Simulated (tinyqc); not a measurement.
Lateral field, substrate current, probability of reaching the oxide barrier and hot-carrier lifetime of a silicon transistor (pseudo-two-dimensional and lucky-electron models): one step, computed by the program tinyqc.

Local-field models: a lucky carrier gains its energy at the peak field over a path free of collisions. Voltages are magnitudes.

Question. Saturation point and current. C_ox = 3.9 eps_0/t; F_sat = 2 v_s/mu; V_Dsat = V_ov F_sat L/(V_ov + F_sat L), V_ov = V_G - V_T; I_D/W = C_ox v_s (V_ov - V_Dsat).

Inputs (values chosen for the exercise, modelled on a silicon p-channel):

| quantity | value | unit |
|---|---|---|
| channel length L | 1900 | nm |
| oxide thickness t | 50 | nm |
| junction depth x_j | 480 | nm |
| mobility mu | 110 | cm^2/(V s) |
| saturation velocity v_s | 0.74 | 1e7 cm/s |
| threshold voltage V_T | 0.69 | V |
| gate voltage V_G | 7.4 | V |
| ionisation prefactor A_i | 8.9e+06 | 1/cm |
| ionisation field B_i | 3.64 | MV/cm |
| hot-carrier mean free path lambda | 5.4 | nm |
| oxide barrier phi_b | 4.6 | eV |
| interface-trap threshold phi_it | 4.5 | eV |
| lifetime constant H | 40 | s microampere/micrometre |

Drain: abrupt.

Constants: eps_0 = 8.8541878128e-12 F/m.

Give: F_sat; V_Dsat; drain current I_D/W.

Answer.

F_sat = 134.5 kV/cm

V_Dsat = 5.315 V

drain current I_D/W = 71.30 microampere/micrometre
